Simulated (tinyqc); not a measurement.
## Thickness from two neighbouring fringes

Problem. At normal incidence a transparent film with an index between those of air and substrate, taken as constant, has reflectance minima at 2 n1 d = (m + 1/2) lam (small phase shifts at the substrate neglected). Find d and the order m of the shorter wavelength.

Inputs (values chosen for the exercise):
- n1 = 1.465 (index of the transparent film)

wavelengths of two neighbouring reflectance minima (nm): [559, 633.53333]

Solution. Neighbouring orders differ by one: 2 n1 d (1/lam1 - 1/lam2) = 1.

d = 1.62e3 nm
m = 8

Computed by the program tinyqc: `OMP_NUM_THREADS=1 python tinyqc.py 2870193 2870194 out.jsonl`, one thread of a shared Intel Xeon 2.30GHz, about 0.01 s for the whole run.
